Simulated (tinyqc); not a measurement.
Binding against well width: donor or exciton in a quantum well (variational effective-mass method). Computed by tinyqc, a small Python program. Command: `OMP_NUM_THREADS=1 python tinyqc.py 3008132 3008133 out.jsonl welldonor walk`. One thread of a shared host (Intel(R) Xeon(R) Processor @ 2.30GHz), about 0.04 s of CPU time with the checks.

H = -nabla^2 - 2/|r - r_i| + V(z) in effective units; trial function psi = f(z) exp(-|r - r_i|/lambda), f the ground state of the well. Mass and screening are the same in well and barrier; l = L/a* is the width in effective units. Bands are flat: no polarisation or applied field.

Inputs (values chosen for the exercise, for a model semiconductor): electron mass m = 0.0622 m_0; dielectric constant eps = 12.5; well width L = 11 nm; donor position z_i/L from the centre = 0.4.

Centre: donor. Barriers: infinite.

Constants: Ry = 13.605693123 eV; a_0 = 0.529177210903 angstrom; hbar^2/(2 m_0) = 3.80998212 eV angstrom^2.

Method:
- Ry* = Ry m/eps^2, a* = a_0 eps/m; l = L/a*.
- k = pi/l; f = cos(k z) inside and zero outside; subband energy k^2 Ry*.
- Binding E_b(lambda) = -1/lambda^2 + 4 A/(lambda B), with A = int f^2 exp(-2 s/lambda) dz, B = int f^2 exp(-2 s/lambda)(1 + 2 s/lambda) dz and s = |z - z_i|; 40 Gauss-Legendre points on each piece between the walls at z = -l/2 and l/2 and z_i.
- Each row maximises over lambda (golden section, 0.3 to 4).

a* = 10.6346 nm

Ry* = 5.41615 meV

Against width:
```
L (nm)  lambda (a*)  binding (Ry*)  binding (meV)
0.88         0.6104         3.2402         17.550
1.60         0.6809         2.8616         15.499
3.30         0.8128         2.3106         12.515
6.10         0.9746         1.8241          9.880
11.00        1.1754         1.3958          7.560
20.00        1.4041         1.0356          5.609
35.00        1.5626         0.7823          4.237
```

The binding is largest in the narrowest well, 3.240 Ry* at 0.88 nm, on the way to 4. In the widest well it is 0.782 Ry*; below 1 because the donor is off centre, where the envelope is small. In the narrow rows the confinement energy passes real barrier heights: infinite walls and a parabolic band fail, and with real barriers the binding peaks and falls.

Extremes, crossings and ranges named in words are read from the listed rows.
